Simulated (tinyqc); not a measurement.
Heat flow across a film from the phonon Boltzmann equation in the relaxation-time approximation: one step, computed by the program tinyqc. Command: `OMP_NUM_THREADS=1 python tinyqc.py 3006384 3006385 out.jsonl slabbte walk`. One thread of a shared host (Intel(R) Xeon(R) Processor @ 2.30GHz), about 0.01 s of CPU time with the checks.

Two black walls, hot at x = 0 and cold at x = L, emit phonons isotropically. For one free path Lambda, with tau = x/Lambda, tau_L = L/Lambda and phi = (T - T_cold)/Delta T, energy balance gives phi(tau) = (1/2) [E2(tau) + int_0^tau_L phi(s) E1(|tau - s|) ds]; E_n are the exponential integrals. The flux over the ballistic flux C v Delta T/4 is psi = 1 - 2 int_0^tau_L phi(s) E2(s) ds, and kappa_eff/kappa = (3/4) tau_L psi. kappa = C v Lambda/3 is an input, so at fixed kappa a longer free path means a smaller C v.

Task: The small linear system for Lambda_1. Cut the film into n equal cells with constant phi, collocated at the centres c_i: the kernel integrates to A_ij = |E2(|c_i - e_j|) - E2(|c_i - e_(j+1)|)|/2 for cell edges e_j, and A_ii = 1 - E2(half a cell); solve (1 - A) phi = E2(c)/2; psi = 1 - 2 sum_j phi_j [E3(e_j) - E3(e_(j+1))].

Inputs (values chosen for the exercise, modelled on gallium nitride): film thickness L = 16 nm; free path Lambda_1 = 90 nm; cells n in the small system = 5.

Give: optical thickness tau_L; 1 - A; right-hand side E2(c)/2; flux weights E3(e_j) - E3(e_(j+1)).

Result:

optical thickness tau_L = 0.1778

1 - A:
```
         1        2        3        4        5
1   0.9207  -0.0505  -0.0382  -0.0315  -0.0269
2  -0.0505   0.9207  -0.0505  -0.0382  -0.0315
3  -0.0382  -0.0505   0.9207  -0.0505  -0.0382
4  -0.0315  -0.0382  -0.0505   0.9207  -0.0505
5  -0.0269  -0.0315  -0.0382  -0.0505   0.9207
```

right-hand side E2(c)/2: 0.4603  0.4099  0.3717  0.3402  0.3133

flux weights E3(e_j) - E3(e_(j+1)): 0.03286  0.02918  0.02645  0.02421  0.02229
